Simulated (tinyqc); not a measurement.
# CMOS inverter, nodal equation and switching: energy per operation against supply voltage

An n-channel pull-down (bn, VTn) and a p-channel pull-up (bp, VTp) share the input Vin and the output node Vout, which carries the load C. Transistor (EKV form, voltages against the body): I = 2 n b Vt^2 [F(vp - Vs) - F(vp - Vd)] from drain to source, F(v) = ln^2(1 + exp(v/(2 Vt))), vp = (Vg - VT + sg |Vd - Vs|)/n. n-channel bodies are at 0; for the p-channel device all voltages are counted down from Vdd. b in uA/V^2 gives I in uA. Static: In = Ip. Transient: C dVout/dt = Ip - In. No velocity saturation, no gate capacitance beyond C.

For a step input the delay to Vdd/2 is tHL = C times the integral of dV/(In - Ip) from Vdd/2 to Vdd at Vin = Vdd, and tLH likewise with Ip - In from 0 to Vdd/2 at Vin = 0. A chain of 100 such gates sets the cycle time tc = 100 (tHL + tLH)/2; per gate and cycle the switching energy is 0.1 C Vdd^2 and the leakage energy Vdd Ileak tc, Ileak the mean supply current at Vin = 0 and Vdd.

Values chosen for this exercise: temperature T = 300 K; slope factor n = 1.13; drain-induced barrier lowering sg = 0.031; n-channel threshold VTn = 0.36 V; p-channel threshold (magnitude) VTp = 0.28 V; gain factor of the pull-down transistor bn = 540 uA/V^2; gain factor of the pull-up transistor bp = 540 uA/V^2; load capacitance C = 0.25 fF.

Constants: q = 1.602176634e-19 C, kB = 1.380649e-23 J/K, Vt = kB T/q. Results are converted to the units shown.

Energy per operation against supply voltage:
```
Vdd (V)  tc (ns)  switching (aJ)  leakage (aJ)  total (aJ)
0.15        1610          0.5625         8.330       8.893
0.2        366.9           1.000         2.683       3.683
0.25       87.23           1.562        0.8411       2.404
0.3        22.60           2.250        0.2757       2.526
0.35       6.943           3.062        0.1042       3.167
0.4        2.697           4.000       0.04876       4.049
0.5       0.7807           6.250       0.01961       6.270
0.6       0.3828           9.000       0.01282       9.013
0.8       0.1720           16.00      0.009485       16.01
1         0.1073           25.00      0.009134       25.01
```

Read the table: what changes, and by how much?

The total energy goes from 8.89 through a minimum of 2.40 (at Vdd = 0.25 V among the rows listed) to 25.0 aJ, while the cycle time falls from 1610 to 0.107 ns. Leakage makes up 94 % of the total in the first row and 0.037 % in the last. Below threshold the cycle lengthens exponentially and leakage flows for all of it, hence the minimum. For Vdd = 0.8 to 1 V the overdrive passes 0.5 V, where velocity saturation, left out here, would lengthen the delays of short devices. For Vdd = 0.15 to 0.35 V the supply is below a threshold, where mismatch, left out here, dominates margins and delay.

tinyqc, about 0.04 s, one thread, Intel Xeon 2.30GHz (shared host): `OMP_NUM_THREADS=1 python tinyqc.py 2340137 2340138 out.jsonl`
